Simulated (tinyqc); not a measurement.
Inside a calculation. Model: Raman shift of the zone-centre optical phonon of a diamond-structure crystal under stress. Computed by tinyqc, a small Python program that keeps every step. Command: `OMP_NUM_THREADS=1 python tinyqc.py 3017463 3017464 out.jsonl ramanstress walk`. One thread of a shared host (Intel(R) Xeon(R) Processor @ 2.30GHz), about 0.01 s of CPU time with the checks. Intermediate numbers are printed to about 6 digits and carried at full precision; extremes and crossings named in words are read from the listed rows.

Axes x, y, z are the cube axes. Strain shifts the threefold optical mode and can split it; p, q and r are the phonon deformation potentials.

Inputs (values chosen for the exercise, modelled on diamond): unstrained frequency omega_0 = 1334 1/cm; p/omega_0^2 = -2.7; q/omega_0^2 = -1.79; r/omega_0^2 = -1.92; C11 = 1077 GPa; C12 = 125.7 GPa; C44 = 580 GPa; stress sigma (tension positive) = 0.21 GPa; polarisation angle phi = 45 degree; temperature coefficient d omega/dT = -0.01 1/(cm K); local temperature T = 450 K; laser wavelength = 457.9 nm.

Stress state: uniaxial. Axis: [110].

Constants: h = 6.62607015e-34 J s; c = 299792458 m/s; k_B = 1.380649e-23 J/K.

## Compliances

S11 = (C11 + C12)/D, S12 = -C12/D, D = (C11 - C12)(C11 + 2 C12), S44 = 1/C44.

S11 = 0.951724 1/TPa

S12 = -0.0994693 1/TPa

S44 = 1.72414 1/TPa

## Stress and strain tensors

Uniaxial stress along the unit vector n of the axis: sigma_ij = sigma n_i n_j. eps_xx = S11 sigma_xx + S12 (sigma_yy + sigma_zz), and cyclic; eps_xy = S44 sigma_xy/2 (tensor strain).

stress (GPa), rows x, y, z:
```
[[0.105, 0.105, 0.000],
 [0.105, 0.105, 0.000],
 [0.000, 0.000, 0.000]]
```

strain (per mille), rows x, y, z:
```
[[0.0894867, 0.0905172, 0.0000000],
 [0.0905172, 0.0894867, 0.0000000],
 [0.0000000, 0.0000000, -0.0208885]]
```

volume strain = 0.158085 per mille

## Secular matrix and shifts

Secular matrix: M_xx = p eps_xx + q (eps_yy + eps_zz), M_xy = 2 r eps_xy; its eigenvalues are omega^2 - omega_0^2, and the shifts are these over 2 omega_0.

M/(2 omega_0) (1/cm), rows x, y, z:
```
[[-0.243058, -0.231840, 0.000000],
 [-0.231840, -0.243058, 0.000000],
 [0.000000, 0.000000, -0.176064]]
```

shifts, in rising order (1/cm): [-0.474898, -0.176064, -0.011218]

All three modes are split. Tension softens every mode.

## Mean shift and Grueneisen parameter

gamma = -(p + 2q)/(6 omega_0^2); the mean of the three shifts is -gamma omega_0 x (volume strain).

mode Grueneisen parameter gamma = 1.04667

mean shift = -0.220727 1/cm

## The line seen from a (001) surface

Backscattering from a (001) surface: incident polarisation (cos phi, sin phi, 0). With Raman tensors (R_z)_xy = (R_z)_yx = 1 and cyclic, only the z component u_z of a mode counts: I = u_z^2 sin^2(2 phi) for parallel and u_z^2 cos^2(2 phi) for crossed polarisers. An unresolved line sits at the intensity-weighted shift, which is M_zz/(2 omega_0).

total intensity, parallel = 1

total intensity, crossed = 0

shift of the observed line = -0.176064 1/cm

shift per stress = -0.838398 1/(cm GPa)

stress per shift = -1192.75 MPa cm

The z-polarised mode is an eigenmode here, so one line is seen.

## The same stress in different states

Uniaxial: sigma n n^T; biaxial: sigma (1 - n n^T); hydrostatic: sigma 1. The line seen from (001) is taken as unresolved, at the intensity-weighted shift M_zz/(2 omega_0).

Shifts (1/cm):
```
state                     lowest     middle    highest  line seen from (001)
uniaxial [100]         -0.310053  -0.176064  -0.176064             -0.176064
uniaxial [110]         -0.474898  -0.176064  -0.011218             -0.176064
uniaxial [001]         -0.310053  -0.176064  -0.176064             -0.310053
uniaxial [111]         -0.529847  -0.066167  -0.066167             -0.220727
biaxial, normal [001]  -0.486116  -0.486116  -0.352127             -0.352127
biaxial, normal [111]  -0.596013  -0.596013  -0.132333             -0.441453
hydrostatic            -0.662180  -0.662180  -0.662180             -0.662180
```

Seen from (001), uniaxial stress along [100] and along [110] give the same shift (-0.176), and equal biaxial stress in the plane gives twice as much (-0.352), since only sigma_xx + sigma_yy and sigma_zz enter M_zz. Stress along [001] gives -0.310. One measured shift therefore fixes the stress only once its state is assumed: read as uniaxial in the plane, a shift implies twice the stress that it does read as biaxial.

## Heating mistaken for stress

A temperature above 300 K shifts the line by (d omega/dT)(T - 300 K); divided by the shift per stress it poses as a stress; the total shift adds it to the shift of the observed line. The anti-Stokes to Stokes ratio is [(omega_L + omega_0)/(omega_L - omega_0)]^3 exp(-h c omega_0/(k_B T)) in photon counts, omega_L = 1/wavelength, resonance effects left out.

thermal shift = -1.5 1/cm

apparent stress from heating = 1.78913 GPa

total shift = -1.67606 1/cm

anti-Stokes/Stokes ratio = 0.0202781

Heating poses as tension, 852 % of the true stress in size; the intensity ratio gives T apart from the shift.

Checks made by the program: mean of the eigenvalues against the trace rule (relative difference below 1e-10); weighted mean of the modes against M_zz (relative difference below 1e-10).
